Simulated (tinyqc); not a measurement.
Four-point probe, van der Pauw, Hall and spreading-resistance readings of a semiconductor layer: one step, computed by the program tinyqc. Command: `OMP_NUM_THREADS=1 python tinyqc.py 3113357 3113358 out.jsonl probe walk`. One thread of a shared host (Intel(R) Xeon(R) Processor @ 2.30GHz), about 0.01 s of CPU time with the checks.

The layer is uniform and ohmic; contacts are points unless a radius is given.

Task: Hall reading. V_H = r_H I B/(e n t); apparent density n/r_H; Hall mobility r_H mu; Hall angle tan = r_H mu B (SI).

Inputs (values chosen for the exercise, modelled on n-type silicon): carrier density n = 5.4e+15 1/cm^3; drift mobility mu = 1370 cm^2/(V s); layer thickness t = 260 micrometre; current I = 0.3 mA; magnetic field B = 0.48 T; Hall factor r_H = 1.1.

Backing of the layer: insulating.

Constants: e = 1.602176634e-19 C.

Give: Hall voltage; apparent density; Hall mobility; tangent of the Hall angle.

Result:

Hall voltage = 0.70417 mV

apparent density = 4.9091e+15 1/cm^3

Hall mobility = 1507 cm^2/(V s)

tangent of the Hall angle = 0.072336
